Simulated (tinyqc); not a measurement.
Film and buried-oxide thickness from two coupling ratios.

Problem. In a depleted film -dVT/dVb is k1 = Cs Cbox/(Cox (Cs + Cbox)) for a front channel and k2 = Cbox (Cox + Cs)/(Cox Cs) for a back channel, with Cox = eps0 eox/tox, Cs = eps0 eps_r/ts, Cbox = 3.9 eps0/tb. Find ts and tb.

Inputs (values chosen for the exercise); band and dielectric values close to those of In0.53Ga0.47As:
- eps_r = 13.9 (relative permittivity)
- eox = 3.9 (relative permittivity of the gate insulator (close to silicon dioxide))
- tox = 0.92 nm (insulator thickness)

coupling ratios for a front and a back channel: [0.047592110, 0.44649538]

Solution. With y = Cox/Cs and z = Cox/Cbox, 1/k1 = y + z and k2 = (1 + y)/z, so y = (k2/k1 - 1)/(1 + k2); the thicknesses follow from y and z.

ts = 19.00 nm
tb = 14.00 nm

Computed by the program tinyqc: `OMP_NUM_THREADS=1 python tinyqc.py 2190091 2190092 out.jsonl`, one thread of a shared Intel Xeon 2.30GHz, about 0.4 s for the whole run.
